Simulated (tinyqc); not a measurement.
Chemically amplified photoresist: aerial image, acid generation, bake, development and line width: one step, computed by the program tinyqc. Command: `OMP_NUM_THREADS=1 python tinyqc.py 3013721 3013722 out.jsonl resist walk`. One thread of a shared host (Intel(R) Xeon(R) Processor @ 2.30GHz), about 0.02 s of CPU time with the checks.

Lines and spaces of pitch p with a two-beam-like image; x = 0 is the middle of the bright space. The resist is positive and treated as uniform in depth.

Task: Space width and dose latitude. Dose E(x) = E [1 + c cos(2 pi x/p)]; acid h = 1 - exp(-C E(x)). Bake: the acid image is blurred by a Gaussian of variance sigma^2 = 2 D t (each Fourier term k of h, taken on 64 points, is multiplied by exp(-4 pi^2 k^2 D t/p^2)). The quencher then removes q, h_eff = max(h_blurred - q, 0); protection m = exp(-k_amp t h_eff). Mack rate r = r_max (a + 1)(1 - m)^n/(a + (1 - m)^n) + r_min, a = ((n + 1)/(n - 1))(1 - m_th)^n. Edge: vertical development clears the film where r t_d >= d; the space width is twice the x where r = d/t_d. Dose sensitivity = d ln(width)/d ln E from widths at 1.005 E and E/1.005; image log-slope at the edge = |d ln E/dx|, normalised by the width (NILS); latitude for 10 % of width = 10 %/sensitivity.

Inputs (values chosen for the exercise, for a model resist at 193 nm): pitch p = 200 nm; image contrast c = 0.71; mean dose E = 17.8 mJ/cm^2; Dill parameter C = 0.022 cm^2/mJ; quencher load q, relative to the acid generator = 0.12; acid diffusivity D = 1.8 nm^2/s; bake time t = 60 s; amplification rate k_amp = 0.041 1/s; threshold protection m_th = 0.57; development selectivity n = 20; largest rate r_max = 200 nm/s; smallest rate r_min = 0.16 nm/s; resist thickness d = 190 nm; development time t_d = 45 s.

Give: space width; dose sensitivity; NILS; dose latitude.

Result:

space width = 107.64 nm

dose sensitivity = 0.83658

NILS = 2.6050

dose latitude = 11.953 %

At the same width a resist without blur would give a sensitivity 2/NILS = 0.768; the blur multiplies it by 1.09. Caution: lateral development, standing waves and the joint diffusion of acid and quencher are left out, so widths are indicative.
